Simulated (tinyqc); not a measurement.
From a target level to the width: finite square well with mass mismatch (envelope functions). Five cases, with inputs chosen for the exercise.

Problem. Which width L gives the lowest level below?

A square well of width L and depth V0, mass mw inside and mb outside, energies from the bottom of the well, c = hbar^2/2m0. k = sqrt(mw E/c), kappa = sqrt(mb (V0 - E)/c). psi and psi'/m are continuous at the walls (BenDaniel-Duke), so level n solves k L + 2 atan[(k/mw)/(kappa/mb)] = n pi.

Constants: hbar^2/2m0 = 3.80998211 eV angstrom^2.

Find: k; kappa; the arctangent; L.

Method. E1 fixes k and kappa, so L = (pi - 2 atan[(k/mw)/(kappa/mb)])/k.

Case 1.

Values chosen (out of a larger set: near those of the light valleys of a Si film in HfO2; not measured data):
- V0 = 1.43 eV (barrier height)
- mw = 0.186 m0 (mass in the well)
- mb = 0.174 m0 (mass in the barrier)

E1 = 0.047314 eV

Solution.

k = 0.04806 1/angstrom
kappa = 0.25129 1/angstrom
the arctangent = 0.1770 rad
L = 58 angstrom

Case 2.

Values chosen (out of a larger set: near those of a non-polar GaN well in AlGaN; not measured data):
- V0 = 0.39 eV (barrier height)
- mw = 0.195 m0 (mass in the well)
- mb = 0.231 m0 (mass in the barrier)

E1 = 0.018359 eV

Solution.

k = 0.03065 1/angstrom
kappa = 0.15011 1/angstrom
the arctangent = 0.2374 rad
L = 87 angstrom

Case 3.

Values chosen (out of a larger set: near those of a strained Si well in SiGe; not measured data):
- V0 = 0.183 eV (barrier height)
- mw = 0.924 m0 (mass in the well)
- mb = 0.909 m0 (mass in the barrier)

E1 = 0.007336 eV

Solution.

k = 0.04218 1/angstrom
kappa = 0.20472 1/angstrom
the arctangent = 0.2000 rad
L = 65 angstrom

Case 4.

Values chosen (out of a larger set: near those of a non-polar GaN well in AlN; not measured data):
- V0 = 1.814 eV (barrier height)
- mw = 0.201 m0 (mass in the well)
- mb = 0.315 m0 (mass in the barrier)

E1 = 0.035019 eV

Solution.

k = 0.04298 1/angstrom
kappa = 0.38351 1/angstrom
the arctangent = 0.1739 rad
L = 65 angstrom

Case 5.

Values chosen (out of a larger set: near those of the light valleys of a Si film in HfO2; not measured data):
- V0 = 1.444 eV (barrier height)
- mw = 0.19 m0 (mass in the well)
- mb = 0.179 m0 (mass in the barrier)

E1 = 0.177316 eV

Solution.

k = 0.09403 1/angstrom
kappa = 0.24395 1/angstrom
the arctangent = 0.3483 rad
L = 26 angstrom

Computed by tinyqc, one run a case: `OMP_NUM_THREADS=1 python tinyqc.py N N+1 out.jsonl` with N = 1281583, 1281599, 1281690, 1281724, 1281842; one thread of a shared Intel(R) Xeon(R) Processor @ 2.30GHz, about 0.01 s a run at most.
